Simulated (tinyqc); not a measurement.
Born-Oppenheimer dynamics on the UHF/3-21g surface (energies and gradients from PySCF), for H2, spin multiplicity 3, step by step. Computed by tinyqc, a small Python program that keeps every step (integrals from PySCF). Settings: charge = 0, multiplicity = 3, basis = 3-21g, time step (fs) = 0.2, steps = 24. Command: `OMP_NUM_THREADS=1 python tinyqc.py 27900 27901 out.jsonl` (the two numbers bound the seeds that draw the settings). One thread of a shared host (Intel(R) Xeon(R) Processor @ 2.60GHz), about 1 s of CPU time with the checks.

## Velocity Verlet step 1

positions (bohr):
```
          x        y        z
1H  0.00000  0.00000  0.00000
2H  0.00000  0.00000  1.38139
```

velocities (bohr per atomic time unit):
```
              x            y            z
1H   0.00048200  -0.00006300  -0.00014100
2H  -0.00048200   0.00006300   0.00014100
```

gradient (hartree/bohr):
```
            x          y           z
1H  0.0000000  0.0000000   0.3302162
2H  0.0000000  0.0000000  -0.3302162
```

masses (electron masses): 1H 1837.15259, 2H 1837.15259

gradient after step 1 (hartree/bohr):
```
             x           y           z
1H  -0.0018419   0.0002408   0.3226052
2H   0.0018419  -0.0002408  -0.3226052
```

dt = 0.2 fs = 8.2683 atomic units; x' = x + v dt - g dt^2 / (2m); after the new gradient g', v' = v - (g + g') dt / (2m).

positions after step 1 (bohr):
```
           x         y         z
1H   0.00399  -0.00052  -0.00731
2H  -0.00399   0.00052   1.38870
```

velocities after step 1 (bohr per atomic time unit):
```
              x            y            z
1H   0.00048614  -0.00006354  -0.00161004
2H  -0.00048614   0.00006354   0.00161004
```

## Velocity Verlet step 2

gradient after step 2 (hartree/bohr):
```
             x           y           z
1H  -0.0034039   0.0004449   0.3037222
2H   0.0034039  -0.0004449  -0.3037222
```

As before.

positions after step 2 (bohr):
```
           x         y         z
1H   0.00804  -0.00105  -0.02662
2H  -0.00804   0.00105   1.40801
```

velocities after step 2 (bohr per atomic time unit):
```
              x            y            z
1H   0.00049795  -0.00006508  -0.00301946
2H  -0.00049795   0.00006508   0.00301946
```

## Energy conservation

The total energy should stay constant up to terms of order dt^2; the step counts as short enough if it moves by less than 2 % of the largest kinetic energy.

Trajectory:
```
time (fs)  1H-2H (angstrom)  potential (hartree)  kinetic (hartree)  total (hartree)
0.00000             0.73100           -0.7421755          0.0004706       -0.7417049
0.20000             0.73875           -0.7469548          0.0052039       -0.7417509
0.40000             0.75923           -0.7590685          0.0172129       -0.7418556
0.60000             0.79169           -0.7768642          0.0348828       -0.7419815
0.80000             0.83508           -0.7982927          0.0561973       -0.7420954
1.00000             0.88820           -0.8214102          0.0792297       -0.7421805
1.20000             0.94980           -0.8446591          0.1024239       -0.7422352
1.40000             1.01871           -0.8669315          0.1246666       -0.7422650
1.60000             1.09384           -0.8875118          0.1452351       -0.7422766
1.80000             1.17422           -0.9059873          0.1637121       -0.7422753
2.00000             1.25897           -0.9221716          0.1799071       -0.7422646
2.20000             1.34734           -0.9360448          0.1937974       -0.7422474
2.40000             1.43866           -0.9477068          0.2054806       -0.7422262
2.60000             1.53238           -0.9573377          0.2151347       -0.7422030
2.80000             1.62801           -0.9651643          0.2229846       -0.7421797
3.00000             1.72516           -0.9714330          0.2292756       -0.7421573
3.20000             1.82349           -0.9763899          0.2342530       -0.7421369
3.40000             1.92276           -0.9802661          0.2381471       -0.7421190
3.60000             2.02273           -0.9832684          0.2411647       -0.7421037
3.80000             2.12325           -0.9855749          0.2434838       -0.7420911
4.00000             2.22419           -0.9873342          0.2452533       -0.7420809
4.20000             2.32545           -0.9886677          0.2465949       -0.7420728
4.40000             2.42694           -0.9896721          0.2476057       -0.7420664
4.60000             2.52861           -0.9904240          0.2483626       -0.7420614
4.80000             2.63042           -0.9909830          0.2489255       -0.7420576
```

The total energy moves within 5.7e-04 hartree, under 2 % of the largest kinetic energy.
